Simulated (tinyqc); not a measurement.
Precursor delivery and alloy composition in metal-organic vapour-phase epitaxy: one step, computed by the program tinyqc.

Carrier gas leaves each bubbler saturated. Group-III species cross a boundary layer and react at the surface; element 2 can also desorb. The film is (1)_(1-x) (2)_x V with a zinc-blende cell.

Problem. Molar flows. Temperatures in kelvin are T(C) + 273.15. Vapour pressure p_v = 10^(a - b/T); precursor flow = carrier flow x p_v/(p_b - p_v); 1 sccm = 44.615 micromol/min; V/III = hydride flow over the sum of both; gas share x_g = F2/(F1 + F2).

Inputs (values chosen for the exercise, close to those used for InGaP from TEGa and TMIn):

| quantity | value | unit |
|---|---|---|
| source 1: a in log10(p/torr) = a - b/T | 8.08 | - |
| source 1: b | 2162 | K |
| source 1: bath temperature | 19 | C |
| source 1: carrier flow | 17 | sccm |
| source 2: a | 10.52 | - |
| source 2: b | 3014 | K |
| source 2: bath temperature | 19 | C |
| source 2: carrier flow | 70 | sccm |
| bubbler pressure p_b | 1000 | torr |
| group-V hydride flow | 300 | sccm |

Give: vapour pressures; molar flows; V/III ratio; gas share x_g.

Solution.

vapour pressures (torr): source 1 4.7829, source 2 1.5973

molar flows (micromol/min): F1 3.6451, F2 4.9964

V/III ratio = 1548.9

gas share x_g = 0.57819

The slope of F2 with the temperature of bath 2 is b ln(10)/T^2 x p_b/(p_b - p_v) = 8.1 % per kelvin.
